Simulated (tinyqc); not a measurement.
Dead time and true rate from two light levels.

Question. A non-paralysable detector measures m = n/(1 + n td); dark counts are negligible. Find td and the true rate at the lower flux.

measured rates at a photon flux and at four times that flux (1/s): [1.3043478e7, 3.75e7]

Answer. 1/m = 1/n + td, so the difference of the inverse rates is 3/(4 n).

td = 10.0 ns
n = 1.50e7 1/s

tinyqc, about 0.01 s, one thread, Intel Xeon 2.30GHz (shared host): `OMP_NUM_THREADS=1 python tinyqc.py 2630043 2630044 out.jsonl`
